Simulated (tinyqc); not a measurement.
Surface potential of a MOS transistor: implicit equation and explicit approximations: accuracy of the approximations against gate voltage.

p-type body, charge-sheet picture, depletion and inversion only, full ionisation (an idealisation for deep acceptors), Boltzmann statistics (rough once Na exp(x - xn) passes about Nc/7). In units of Vt: xg = (Vg - Vfb)/Vt, x = psi/Vt, G = gamma/sqrt(Vt), xn = (2 phiF + Vc)/Vt. The implicit equation is (xg - x)^2 = G^2 [x - 1 + exp(x - xn)] for x above about 3. Cox = eps0 eox/tox.

ni = sqrt(Nc Nv) exp(-Eg/(2 Vt)), Eg in volts; phiF = Vt ln(Na/ni); gamma = sqrt(2 q eps0 eps_r Na)/Cox; VT = Vfb + Vt (xn + G sqrt(xn - 1)). Depletion value a = 1 + [sqrt(G^2/4 + xg - 1) - G/2]^2; inversion value b = xn + ln[(xg - xn)^2/G^2 - xn + 1] and first guess y = min(a, b) - ln(1 + exp(-|a - b|)) if a > xn + 1, else b = y = a; one second-order correction with D = exp(y - xn), p = 2 (xg - y) + G^2 (1 + D), w = (xg - y)^2 - G^2 (y - 1 + D): z = y + 2 w/(p + sqrt(p^2 - 2 (2 - G^2 D) w)), or the Newton step z = y + w/p where the root is not real. N_inv = (Cox Vt G/q) [sqrt(x - 1 + exp(x - xn)) - sqrt(x - 1)] at the root. Lambert form (Cox m Vt/q) W0[(G/(2 m sqrt(xn - 1))) exp((Vg - VT)/(m Vt))], m = 1 + G/(2 sqrt(xn - 1)). Errors under 1e-4 mV, and the linear form below VT, are printed as 0.

Values chosen for this exercise; band and dielectric values those of a made-up semiconductor: temperature T = 250 K; band gap Eg = 1.38 eV; relative permittivity eps_r = 13.5; conduction-band density of states at T Nc = 1.9e19 cm^-3; valence-band density of states at T Nv = 2.47e19 cm^-3; relative permittivity of the gate insulator (close to aluminium oxide) eox = 8.77; insulator thickness tox = 3.8 nm; acceptor density Na = 1.1e17 cm^-3; flat-band voltage Vfb = -0.62 V; channel-body voltage Vc = 0 V.

Constants: q = 1.602176634e-19 C, kB = 1.380649e-23 J/K, Vt = kB T/q, eps0 = 8.8541878128e-14 F/cm where lengths are in cm. Results are converted to the units shown.

Accuracy of the approximations against gate voltage:
```
Vg (V),psi (V),x - xn,error of y (mV),error of z (mV),N_inv (cm^-2),Cox (Vg - VT)/q (cm^-2),Lambert form (cm^-2)
0.24,0.77293,-17.613,0,0,356.94,0,268.35
0.44,0.96256,-8.8110,1.58e-4,0,2.1208e6,0,1.8997e6
0.64,1.1522,-0.0088235,0.959,0,1.2804e10,1.0265e10,1.2861e10
0.84,1.2575,4.8778,22.0,7.32,1.1589e12,2.5611e12,1.2474e12
1.04,1.2892,6.3520,14.7,-3.06,3.2866e12,5.1120e12,3.5012e12
1.24,1.3076,7.2036,11.1,-0.846,5.5930e12,7.6628e12,5.9018e12
1.44,1.3205,7.8060,9.05,-0.394,7.9710e12,1.0214e13,8.3528e12
1.64,1.3306,8.2721,7.69,-0.223,1.0388e13,1.2764e13,1.0829e13
1.84,1.3388,8.6521,6.71,-0.141,1.2830e13,1.5315e13,1.3320e13
```

psi rises from 0.773 to 1.34 V and ends 8.7 Vt above 2 phiF + Vc. Among the rows the first guess is off by at most 22 mV (at Vg = 0.84 V) and the corrected value by at most 7.3 mV. In the last row the linear form is 19 % above N_inv and the Lambert form 3.8 % above it; in the first row the Lambert form is 25 % below it. For Vg = 0.84, 1.04, 1.24, 1.44, 1.64, 1.84 the electron quasi-Fermi level lies less than 2 Vt below the band edge at the surface, or above it, where degeneracy and confinement, left out, matter.

Program tinyqc, `OMP_NUM_THREADS=1 python tinyqc.py 2122204 2122205 out.jsonl`; Intel Xeon 2.30GHz, shared host, one thread, about 0.01 s.
